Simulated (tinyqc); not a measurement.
# Scale length and barrier from the threshold roll-off

Problem. For L well above Lambda the threshold falls by 2 m sqrt(A (A + Vds)) exp(-pi L/(2 Lambda)), A being the height of the source potential over the barrier top; the two values follow this form. Find Lambda and A.

Inputs (values chosen for the exercise):
```
symbol,value,unit,meaning
m,1,,long-channel body factor
Vds,0.8,V,drain voltage
```

threshold lowering at L = 14 and 22 nm (mV): 59.330673  9.2887329

Solution. The ratio of the two values gives Lambda; the prefactor gives A (A + Vds), a quadratic with one positive root.

Lambda = 6.777 nm
A = 0.4600 V

Computed by the program tinyqc: `OMP_NUM_THREADS=1 python tinyqc.py 2420089 2420090 out.jsonl`, one thread of a shared Intel Xeon 2.30GHz, about 0.01 s for the whole run.
